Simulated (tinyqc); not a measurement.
Inputs raised by 5 %, one at a time: two coupled magnetic layers: synthetic antiferromagnet, spin flop, exchange bias and magnetoresistance. Computed by tinyqc, a small Python program. Command: `OMP_NUM_THREADS=1 python tinyqc.py 3009903 3009904 out.jsonl saf sens`. One thread of a shared host (Intel(R) Xeon(R) Processor @ 2.30GHz), about 0.8 s of CPU time with the checks.

Moments lie in the plane at the angles p1, p2 from the field. Energy per area: E = J1 cos(p1 - p2) + J2 cos^2(p1 - p2) - B M_s (t1 cos p1 + t2 cos p2) + K (t1 sin^2 p1 + t2 sin^2 p2).

Inputs (values chosen for the exercise, for a model stack): saturation magnetisation M_s = 1410 kA/m; thickness t1 = 3.2 nm; thickness t2 = 2 nm; antiferromagnetic coupling J1 = 0.6 mJ/m^2; biquadratic coupling J2 = 0.016 mJ/m^2; in-plane anisotropy K = 2.3 kJ/m^3; field over the saturation field = 0.44.

Field direction: along the easy axis.

Method:
- The parallel state is stable while the Hessian at p1 = p2 = 0 is positive: with c = J1 + 2 J2 and u = B M_s + 2K, (u t1 - c)(u t2 - c) > c^2, so B_sat M_s = c (1/t1 + 1/t2) - 2K. B_K = 2K/M_s.
- With p1 = 0, p2 = 180 degrees and c2 = J1 - 2 J2 the Hessian is [[c2 + t1 (2K + b), -c2], [-c2, c2 + t2 (2K - b)]], b = B M_s; its determinant vanishes at the positive root of t1 t2 b^2 - c2 (t1 - t2) b - [2K c2 (t1 + t2) + 4 K^2 t1 t2] = 0.
- The lowest minimum of E over both angles (from five starts; of two mirror images the one with p1 >= 0, and for equal layers |p1| <= |p2|).

Runs; columns: (1) input moved; (2) from; (3) to; (4) saturation field B_sat (mT); (5) stability limit B_sf of the antiparallel state (mT); (6) m/m_sat along B; (7) energy (mJ/m^2):
```
(1)                                       (2)     (3)    (4)    (5)     (6)      (7)
base run                                    -       -  360.9  87.81  0.4750  -0.9207
saturation magnetisation M_s (kA/m)      1410  1480.5  343.7  83.63  0.4750  -0.9207
thickness t1 (nm)                         3.2    3.36  354.3  92.92  0.4743  -0.9386
thickness t2 (nm)                           2     2.1  350.2  79.17  0.4754  -0.9041
antiferromagnetic coupling J1 (mJ/m^2)    0.6    0.63  378.2  91.87  0.4733  -0.9663
in-plane anisotropy K (kJ/m^3)            2.3   2.415  360.8  88.35  0.4747  -0.9201
biquadratic coupling J2 (mJ/m^2)        0.016  0.0168  361.8  87.60  0.4770  -0.9218
field over the saturation field          0.44   0.462  360.9  87.81  0.4984  -0.9490
```

Exponents ln(y'/y) / ln(x'/x):
```
input                            saturation field B_sat  stability limit B_sf of the antiparallel state  m/m_sat along B  energy
saturation magnetisation M_s                     -1.000                                          -1.000            0.000   0.000
thickness t1                                     -0.382                                           1.159           -0.031   0.396
thickness t2                                     -0.615                                          -2.124            0.018  -0.374
antiferromagnetic coupling J1                     0.959                                           0.926           -0.073   0.990
in-plane anisotropy K                            -0.009                                           0.126           -0.011  -0.014
biquadratic coupling J2                           0.052                                          -0.051            0.087   0.024
field over the saturation field                   0.000                                           0.000            0.987   0.621
```

Which inputs matter most for each result?

Among the inputs moved here: saturation field B_sat answers most in size to saturation magnetisation M_s (exponent -1.000), next to antiferromagnetic coupling J1 (+0.959); its exponent is below 0.0005 for field over the saturation field. Its exponent -1.000 in saturation magnetisation M_s: energy per area over moment per area. Its exponent +0.959 in antiferromagnetic coupling J1: coupling rules over anisotropy. Stability limit B_sf of the antiparallel state answers most in size to thickness t2 (exponent -2.124), next to thickness t1 (+1.159); its exponent is below 0.0005 for field over the saturation field. m/m_sat along B answers most in size to field over the saturation field (exponent +0.987), next to biquadratic coupling J2 (+0.087); its exponent is below 0.0005 for saturation magnetisation M_s. Energy answers most in size to antiferromagnetic coupling J1 (exponent +0.990), next to field over the saturation field (+0.621); its exponent is below 0.0005 for saturation magnetisation M_s.
